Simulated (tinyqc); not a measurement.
Against thickness at fixed field: leakage through a gate insulator: direct, Fowler-Nordheim, trap-assisted and Poole-Frenkel currents. Computed by tinyqc, a small Python program. Command: `OMP_NUM_THREADS=1 python tinyqc.py 3023509 3023510 out.jsonl oxideleak walk`. One thread of a shared host (Intel(R) Xeon(R) Processor @ 2.30GHz), about 0.01 s of CPU time with the checks.

Electrons enter from the cathode Fermi level at x = 0; the conduction band of the insulator lies phi_b - e F x above it, F = V/t. WKB exponents use a parabolic band with mass m.

Inputs (values chosen for the exercise, with an insulator like SiO2):
```
quantity                          value   unit
thickness t                         8.9     nm
barrier phi_b                      3.12     eV
tunnelling mass m                  0.44    m_0
static constant eps_ox             4.03      -
voltage across the insulator V      1.5      V
trap depth phi_t                    1.5     eV
trap density N_t                1.3e+17  cm^-3
attempt rate nu_0                 6e+12    1/s
activation of capture E_a          0.18     eV
temperature T                       200      K
```

Constants: hbar^2/(2 m_0) = 3.80998212 eV angstrom^2; e = 1.602176634e-19 C; hbar = 1.054571817e-34 J s; k_B = 8.617333262e-05 eV/K.

Method:
- For a level a distance phi(x) below the band, the WKB exponent is 2 int kappa dx with kappa = sqrt(m phi/(hbar^2/2m_0)); for a linear barrier from phi_1 down to phi_2 = max(phi_1 - e F d, 0) it is G = (4/3) sqrt(m/(hbar^2/2m_0)) (phi_1^(3/2) - phi_2^(3/2))/(e F).
- J_tun = e^3 F^2/(16 pi^2 hbar m phi_b) x exp(-G) / [1 - sqrt(phi_2/phi_b)]^2 with the free-electron mass in the cathode (m in m_0), phi_2 = max(phi_b - e V, 0): direct tunnelling for e V < phi_b, Fowler-Nordheim above. Image forces, back-flow and the limit on supply are left out, so J_tun is overstated below about 0.5 V.
- Equivalent oxide thickness = 3.9 t/eps_ox.
- A trap at depth x lies phi_t below the band. Capture: tunnel at the cathode Fermi level from 0 to x (G_in from phi_1 = phi_b), rate nu_0 exp(-G_in - E_c/k_B T) with E_c = E_a + max(phi_b - phi_t - e F x, 0), the last term being the height of the trap above the cathode Fermi level. Emission: tunnel from the trap level to the anode (G_out from phi_1 = phi_t over t - x), rate nu_0 exp(-G_out - E_a/k_B T). Re-emission to the cathode follows from detailed balance, rate_back = rate_in exp(dE/k_B T) with dE = phi_b - phi_t - e F x. Each trap passes R = rate_in rate_out/(rate_in + rate_back + rate_out) electrons per second; filling from the anode is left out.
- J_TAT = e N_t int_0^t R dx by the midpoint rule on 400 intervals; the most effective depth is the midpoint with the largest R, rounded to 0.01 nm.

field F = 1.68539 MV/cm

Currents:
```
t (nm)   V (V)  J_tun (A/cm^2)  J_TAT (A/cm^2)
1.2     0.2022      2.0598e+03      7.4833e-43
1.6     0.2697      1.1320e+01      6.1726e-43
2.2     0.3708      6.4010e-03      4.3947e-43
3.0     0.5056      4.5643e-07      2.7488e-43
4.0     0.6742      5.0218e-12      1.5803e-43
5.5     0.9270      4.5711e-19      7.8254e-44
7.5     1.2640      9.1407e-28      4.3159e-44
10.0    1.6854      1.6042e-37      6.4828e-44
```

What does the comparison show, and why?

Between the first rows J_tun falls by 5.65 decades per nm. J_TAT stays below J_tun at all these thicknesses. Below about 0.5 V the formula for J_tun, which has no back-flow, overstates the current.

Extremes, crossings and ranges named in words are read from the listed rows.
